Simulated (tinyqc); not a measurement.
From edge over centre, full model back to bath conductivity kappa: electroplating on a thin resistive seed layer: kinetics, Wagner number and the terminal effect across a wafer. Computed by tinyqc, a small Python program. Command: `OMP_NUM_THREADS=1 python tinyqc.py 3120875 3120876 out.jsonl terminal inv`. One thread of a shared host (Intel(R) Xeon(R) Processor @ 2.30GHz), about 0.07 s of CPU time with the checks.

Current enters the seed at the rim. The bath is treated as a local resistance per area (no lateral flow in the liquid), two electrons per ion, molar volume 7.11 cm^3/mol, Faraday constant F = e N_A, kinematic viscosity 0.01 cm^2/s, omega = 2 pi x rpm/60; k_B T/e is in volts.

Inputs (values chosen for the exercise, of the order of those for copper plating from an acid sulfate bath):
```
quantity,value,unit
wafer radius R,7.5,cm
seed thickness t,58,nm
seed resistivity,20,microohm cm
gap to the anode h,9.7,cm
extra resistance of a porous plate,0,ohm cm^2
exchange current density i_0,0.11,mA/cm^2
cathodic transfer coefficient alpha,0.49,-
mean current density,17,mA/cm^2
diffusivity of the metal ion,6.1e-06,cm^2/s
metal ion concentration,0.2,mol/L
rotation rate,200,rpm
temperature T,298,K
```

Constants: e = 1.602176634e-19 C; N_A = 6.02214076e+23 1/mol; k_B = 8.617333262e-05 eV/K.

Method:
- Growth rate = i V_m/(2 F). Levich limit i_L = 0.62 x 2 F D^(2/3) omega^(1/2) nu^(-1/6) c. Tafel overpotential eta = (k_B T/(alpha e)) ln(i/i_0); kinetic resistance k_B T/(alpha e i); bath resistance h/kappa + plate; R_s = resistivity/t; Wagner number = kinetic resistance x kappa/R.
- Linearised: with R_t = kinetic + bath resistance the current density obeys (1/r)(r i')' = i R_s/R_t, so i = A I_0(r/l), l = sqrt(R_t/R_s); with x = R/l, edge/centre = I_0(x) and edge/mean = x I_0(x)/(2 I_1(x)).
- Voltage drop in the seed for a uniform current: i R_s R^2/4.
- Full model: seed potential phi(r) with (1/r)(r phi')' = R_s i, where i solves phi = R_b i + (k_B T/(alpha e)) ln(i/i_0) (phi being the driving voltage left at r); phi'(0) = 0 and phi'(R) = R_s i_mean R/2. Solved by collocation to a tolerance of 1e-7.

Task: A run gave the result below. Find the bath conductivity kappa, known to lie between 0.092 and 0.3 S/cm.

edge over centre, full model = 1.951817

Result:

Each step takes the trial c = (a f_b - b f_a)/(f_b - f_a), f being the result less the target and a, b, c the logarithms of the listed values; c replaces end b, the old b replaces a if the sign of f changed, and otherwise f_a is halved.

Scan of the range:
```
bath conductivity kappa (S/cm),"edge over centre, full model"
0.092,1.49903
0.112,1.61766
0.136,1.76459
0.166,1.95505
0.202,2.19313
0.246,2.49725
0.300,2.88829
```

False position (Illinois rule, in the logarithm of the input) inside the bracket:
```
step,end a,end b,trial,"edge over centre, full model"
1,0.136000,0.166000,0.165439,1.95142
2,0.166000,0.165439,0.165500,1.95182
3,0.166000,0.165500,0.165500,1.95182
4,0.165500,0.165500,0.165500,1.95182
```

Edge over centre, full model rises at every point of a 13-point scan of the range (every second point is shown), so one value fits; it is bracketed by 0.136 and 0.166. Answer: bath conductivity kappa = 0.1655 S/cm.
